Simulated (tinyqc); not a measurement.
MOSFET in the linear regime without short-channel effects, parameter extraction from computed curves: one step of the calculation.

Inversion charge Q = Cox n Vt W0(exp((Vg - VT)/(n Vt))), W0 the Lambert function and n = nf; u = Q/Cox; mobility mu = mu0/(1 + th1 u + th2 u^2); channel resistance Rch = (L - dL)/(W mu Q); Id = Vd/(Rch + Rsd/W). Cox = eps0 eox/tox. Small Vd, no channel-length or drain effects.

Problem. The Y function. Y_i = Id_i/sqrt(gm_i). For Id = beta Vd x/(1 + th x), x = Vg - VT, Y = sqrt(beta Vd) x whatever th. Slope s from points 5 and 8; VT_Y = Vg - Y/s at point 8; beta = s^2/Vd; mobility beta L/(W Cox) with the drawn L; th* = (beta Vd x/Id - 1)/x at point 8.

Parameters, values chosen for the exercise; channel values of the order met in silicon transistors: relative permittivity of the gate insulator (close to aluminium oxide) eox = 9.22; insulator thickness tox = 19 nm; low-field mobility mu0 = 350 cm^2/(V s); second mobility attenuation factor th2 = 0 1/V^2; gate width W = 1 um; drawn gate length L = 1.7 um; drawn less effective length dL = 0.005 um; drain voltage Vd = 0.05 V.

Constants: eps0 = 8.8541878128e-14 F/cm where lengths are in cm. Results are converted to the units shown.

```
point  Vg (V)       Id (uA)
0       -0.01  3.3564936e-4
1        0.11  0.0072599031
2        0.23   0.095972044
3        0.35    0.37609127
4        0.47    0.74090332
5        0.59     1.1149050
6        0.71     1.4755191
7        0.83     1.8161073
8        0.95     2.1352102
9        1.07     2.4332769
```

gm, point 1 to 8 (uS): [0.39848498, 1.5367974, 2.6872137, 3.0783906, 3.0608989, 2.9216762, 2.7487131, 2.5715401]

Give: Y; s; VT_Y; beta; mobility from Y; th*.

Solution.

Y, point 1 to 8 (uA^0.5 V^0.5): [0.01150, 0.07742, 0.2294, 0.4223, 0.6373, 0.8632, 1.095, 1.332]
s = 1.928 uA^0.5 V^-0.5
VT_Y = 0.2596 V
beta = 74.38 uA/V^2
mobility from Y = 294.3 cm^2/(V s)
th* = 0.2934 1/V

The mobility from Y is 16 % below mu0 L/(L - dL) = 351 cm^2/(V s), which it should reach in deep inversion when th2 = 0.

Program tinyqc, `OMP_NUM_THREADS=1 python tinyqc.py 2210006 2210007 out.jsonl`; Intel Xeon 2.30GHz, shared host, one thread, about 0.01 s.
